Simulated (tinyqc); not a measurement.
What moves the results: trap in a gate oxide as a short-range spherical well. A value that a table varies takes the place of the one given here.

A spherical well of radius R and depth V0 below the conduction edge, one mass m, c = hbar^2/2m0. The s level at binding Et solves k cot(k R) = -kappa with k = sqrt(m (V0 - Et)/c), kappa = sqrt(m Et/c); it exists for V0 > Vc = c (pi/2R)^2/m. Outside, psi falls as exp(-kappa r)/r.

Lucovsky model (delta well, plane-wave final states, no local-field factor): sigma = (32 pi alpha c/(3 n_r m Et)) (x - 1)^(3/2)/x^3, x = h nu/Et, c = hbar^2/2m0; 1 angstrom^2 = 1e-16 cm^2.

Energies from the conduction edge of the channel. The trap level at depth x is E_T = dEc - Et - e Fox x (1 MV/cm = 0.01 eV/angstrom). An electron at the channel edge tunnels with the WKB exponent S = (4/3) sqrt(m/c) [dEc^(3/2) - (dEc - e Fox x)^(3/2)]/(e Fox), c = hbar^2/2m0; tau = t0 exp(S); the occupation is f = 1/(1 + exp((E_T - EF)/kB T)), tau_c = tau/f and tau_e = tau/(1 - f). Lattice relaxation is left out; a level below the channel edge needs phonons as well, so tau is then a lower bound, while a level above it can also empty elastically at its own energy, through a thinner barrier, faster than this tau.

Constants: hbar^2/2m0 = 3.80998211 eV angstrom^2; fine-structure constant alpha = 0.007297352564; kB = 8.617333262e-05 eV/K.

Values chosen for the exercise (near those of SiO2 on 4H SiC; not measured data):
```
symbol  value                                             unit       meaning
R       2.9                                               angstrom   radius of the well
m       0.46                                              m0         mass
fV      (1.06, 1.14, 1.3, 1.47, 1.94, 3.3, 5.62)                     V0/Vc
n_r     1.45                                                         refractive index
xs      (1.11, 1.18, 1.47, 1.79, 2.31, 2.81, 3.95, 7.57)             photon energies h nu/Et
dEc     2.69                                              eV         conduction offset to the channel
Fox     2                                                 MV/cm      oxide field, lowering levels away from the channel
t0      0.96                                              x 1e-11 s  time constant at the interface
T       300                                               K          temperature
EF      -0.13                                             eV         Fermi level above the channel edge
ds      (3, 6, 9, 12, 15, 18)                             angstrom   depths
V0      7.52                                              eV         depth of the well
x       10                                                angstrom   depth of the trap
```

## From threshold to a deep level

Et against the depth at fixed R; near threshold Et = (pi^2/16)(V0 - Vc)^2/Vc.

Results:
```
V0/Vc  V0 (eV)   Et (eV)  threshold form (eV)  1/kappa (angstrom)  share outside
1.06     2.576  0.005169             0.005396                40.0          0.931
1.14     2.770   0.02666              0.02938                17.6          0.850
1.30     3.159    0.1109               0.1349                 8.6          0.722
1.47     3.572    0.2477               0.3311                 5.8          0.620
1.94     4.714    0.7967                1.324                 3.2          0.438
3.30     8.019     3.081                7.929                 1.6          0.222
5.62    13.657     7.839                31.99                 1.0          0.111
```

The threshold form holds to 10 % up to V0/Vc = 1.06 of those listed. There the state is mostly outside the well (93 % in the first row) and knows only Et, which is why a delta-well model works; more than half is inside from V0/Vc = 1.94 on. A second s level would need V0/Vc > 9.

## Neutral against charged centre

Et = 2.69721 eV

Lucovsky cross-section, its shape relative to the peak, and the shape of a hydrogen-like centre relative to threshold: x^-4 exp(4 - 4 atan(e)/e)/(1 - exp(-2 pi/e)), e = sqrt(x - 1).

Results:
```
x     h nu (eV)  sigma (1e-18 cm^2)  relative to peak  hydrogen-like
1.11      2.994                1.38             0.213          0.756
1.18      3.183                2.41             0.372          0.641
1.47      3.965                5.25             0.811          0.351
1.79      4.828                6.34             0.979          0.202
2.31      6.231                6.30             0.973          0.098
2.81      7.579                5.68             0.878          0.055
3.95     10.654                4.26             0.658          0.020
7.57     20.418                2.01             0.311          0.003
```

The short-range centre starts from zero, reaches half its peak at x = 1.24 and peaks at x = 2; in the last row it still has 31 % of the peak. The Coulomb centre is largest at threshold and is down to 0.3 % there. Reading the peak as the threshold would misplace the level by a factor 2, here 2.70 eV. Rows above the gap, about 9 eV, are hidden by band-to-band absorption.

## Depth of the trap

Each depth has its own level and time; the corner frequency is 1/(2 pi tau).

Results:
```
x (angstrom)  E_T (eV)      S  tau (s)  corner (Hz)      f
3               -0.067   3.40  2.9e-10      5.5e+08  0.081
6               -0.127   6.76  8.3e-09      1.9e+07  0.473
9               -0.187  10.08  2.3e-07      6.9e+05  0.901
12              -0.247  13.37  6.1e-06      2.6e+04  0.989
15              -0.307  16.61  0.00016      1.0e+03  0.999
18              -0.367  19.81   0.0039           41  1.000
```

tau spans 7.1 decades, one decade for each 2.05 angstrom at the start and 2.16 at the end, where the field has thinned the barrier. Traps spread evenly in depth are thus spread nearly evenly in ln tau; if levels near EF exist at every depth, this sums to 1/f noise and to charging that grows as ln t. With the single Et of this table only depths where f is neither 0 nor 1 contribute. The level crosses EF between 6 and 9 angstrom.

## What each parameter does

Et from the well, then the level and the time. Each row changes one parameter from the base and keeps the others.

Results:
```
case             Et (eV)  E_T (eV)  log10 tau (s)  ln(tau_c/tau_e)
base               2.697    -0.207          -6.16             -3.0
x = 12 angstrom    2.697    -0.247          -5.21             -4.5
Fox = 3 MV/cm      2.697    -0.307          -6.21             -6.9
dEc = 2.47 eV      2.697    -0.427          -6.37            -11.5
m = 0.506 m0       2.980    -0.490          -5.92            -13.9
V0 = 7.9 eV        2.988    -0.498          -6.16            -14.2
T = 350 K          2.697    -0.207          -6.16             -2.6
EF = -0.08 eV      2.697    -0.207          -6.16             -4.9
```

The largest shifts from the base row, up to three for each result and ties (the steps differ in size, so this ranks the rows, not the parameters). Et (eV): V0 +0.291, m +0.283; unchanged at the printed digits by x, Fox, dEc, T and EF. E_T (eV): V0 -0.291, m -0.283, dEc -0.220; unchanged at the printed digits by T and EF. log10 tau (s): x +0.95, m +0.24, dEc -0.21; unchanged at the printed digits by V0, T and EF. ln(tau_c/tau_e): V0 -11.3, m -11.0, dEc -8.5.

tinyqc: `OMP_NUM_THREADS=1 python tinyqc.py 1282661 1282662 out.jsonl`; about 0.01 s, one thread, shared Intel(R) Xeon(R) Processor @ 2.30GHz.
